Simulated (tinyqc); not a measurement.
# Changing the temperature T

Model: thermal boundary conductance by the acoustic and diffuse mismatch models. Computed by tinyqc, a small Python program. Command: `OMP_NUM_THREADS=1 python tinyqc.py 3017748 3017749 out.jsonl kapitza sweep`. One thread of a shared host (Intel(R) Xeon(R) Processor @ 2.30GHz), about 0.01 s of CPU time with the checks.

Each side has one longitudinal and two transverse Debye branches, omega = v q up to q_D = (6 pi^2 n)^(1/3), with n counting all atoms. Scattering at the interface is elastic. Electrons are left out of G, also for metals. Melting is ignored. G refers to the temperatures of the phonons sent towards the interface. Linear branches over all atoms overstate G at high T, most for crystals with several atoms a cell.

Inputs (values chosen for the exercise, modelled on silicon (side 1) and gallium nitride (side 2)):

| quantity | value | unit |
|---|---|---|
| density rho_1 | 2.3 | g/cm^3 |
| longitudinal velocity vL_1 | 8750 | m/s |
| transverse velocity vT_1 | 5290 | m/s |
| atom density n_1 | 50.1 | 1/nm^3 |
| conductivity kappa_1 | 149 | W/(m K) |
| density rho_2 | 6.07 | g/cm^3 |
| longitudinal velocity vL_2 | 7750 | m/s |
| transverse velocity vT_2 | 4280 | m/s |
| atom density n_2 | 87.7 | 1/nm^3 |
| conductivity kappa_2 | 202 | W/(m K) |
| thickness d_1 | 36 | nm |
| thickness d_2 | 23000 | nm |
| heat flux J | 10 | kW/cm^2 |

Structure: film on a substrate.

Constants: hbar = 1.054571817e-34 J s; k_B = 1.380649e-23 J/K.

Method:
- omega_c = v q_D for each branch, given as hbar omega_c/k_B; impedance Z = rho v.
- No mode conversion. t(theta) = 4 Z_1 Z_2 cos(theta_1) cos(theta_2)/N^2, with N = Z_2 cos(theta_1) + Z_1 cos(theta_2) for L (the form for pressure waves) and N = Z_1 cos(theta_1) + Z_2 cos(theta_2) for both T branches (the form for shear waves polarised along the interface); sin(theta_2) = (v_2/v_1) sin(theta_1), and t = 0 beyond the critical angle arcsin(v_1/v_2); the mean over the incoming flux is alpha = 2 int t sin(theta_1) cos(theta_1) d theta_1 (64 Gauss-Legendre points).
- G = (k_B^4 T^3/(8 pi^2 hbar^3)) int W(x) x^4 e^x/(e^x - 1)^2 dx, x = hbar omega/(k_B T). Acoustic mismatch: W = sum over the three branches of alpha(1 to 2)/v_1^2, each up to the lower of its two cut-offs. Diffuse mismatch: W = S_1 S_2/(S_1 + S_2), where S_i sums 1/v^2 over the branches of side i still below their cut-off. Radiation limit: W = min(S_1, S_2). The integral is split at the four cut-offs (64 Gauss-Legendre points a piece, x at most 45).
- Boundary resistance R = 1/G and Kapitza length kappa_2/G use the diffuse value.
- In series: Delta T = J (d_1/kappa_1 + R + d_2/kappa_2), with bulk conductivities in the layers and one-dimensional flow.

One run for each value:

| temperature T (K) | G, diffuse mismatch (MW/(m^2 K)) | G, acoustic mismatch (MW/(m^2 K)) | Kapitza length in side 2 (nm) | interface share of film plus interface |
|---|---|---|---|---|
| 3.0 | 1.3915e-02 | 1.8353e-02 | 1.4517e+07 | 1.00000 |
| 5.7 | 9.5442e-02 | 1.2588e-01 | 2.1165e+06 | 0.99998 |
| 11.0 | 6.8595e-01 | 9.0473e-01 | 2.9448e+05 | 0.99983 |
| 20.0 | 4.1229e+00 | 5.4379e+00 | 4.8994e+04 | 0.99900 |
| 38.0 | 2.8259e+01 | 3.7272e+01 | 7.1481e+03 | 0.99322 |
| 71.0 | 1.6990e+02 | 2.2439e+02 | 1.1890e+03 | 0.96057 |
| 130.0 | 6.0934e+02 | 8.1653e+02 | 3.3150e+02 | 0.87167 |
| 250.0 | 1.2597e+03 | 1.7320e+03 | 1.6036e+02 | 0.76666 |
| 480.0 | 1.6690e+03 | 2.3275e+03 | 1.2103e+02 | 0.71263 |
| 900.0 | 1.8197e+03 | 2.5495e+03 | 1.1101e+02 | 0.69461 |

Describe and explain the trends.

Over the rows, G, diffuse mismatch (MW/(m^2 K)) rises from 0.0139 to 1820 (exponent d ln y / d ln x 3.0 between the first rows and 0.14 between the last); G, acoustic mismatch (MW/(m^2 K)) rises from 0.0184 to 2550 (exponent d ln y / d ln x 3.0 between the first rows and 0.14 between the last); Kapitza length in side 2 (nm) falls from 1.45e7 to 111 (exponent d ln y / d ln x -3.0 between the first rows and -0.14 between the last). At the low end the exponent of G, diffuse mismatch is 3.00, close to 3: the T^3 law of long waves. At the low end the exponent of G, acoustic mismatch is 3.00, close to 3: the T^3 law of long waves. G follows the heat capacity of the modes that both sides share: T^3 while only long waves are excited, flat once k_B T passes the shared cut-offs. The conductivities are held fixed here.

Caution (rows 3.00, 5.70, 11.0, 20.0, 38.0, 71.0, 130): kappa_2 is of room-temperature size, so the Kapitza length is only nominal at this T. Caution (rows 3.00, 5.70, 11.0, 20.0, 38.0): the rise is not small against T, so constant conductivities fail; a rise of thousands of kelvin would destroy the stack. Caution (rows 3.00, 5.70, 11.0, 20.0, 38.0, 71.0, 130): the conductivities are of room-temperature size; at this T real values can differ much and free paths can be long. Caution (all rows): R from emitted-phonon temperatures is too large for use in series with Fourier layers, by up to a factor of about 2. Caution (all rows): layers this thin are often below the phonon free path, where bulk conductivities and independent interfaces no longer hold. Caution (rows 250, 480, 900): at this temperature short waves carry the heat; linear branches up to q_D overstate their velocity, and inelastic processes, left out here, grow with T.
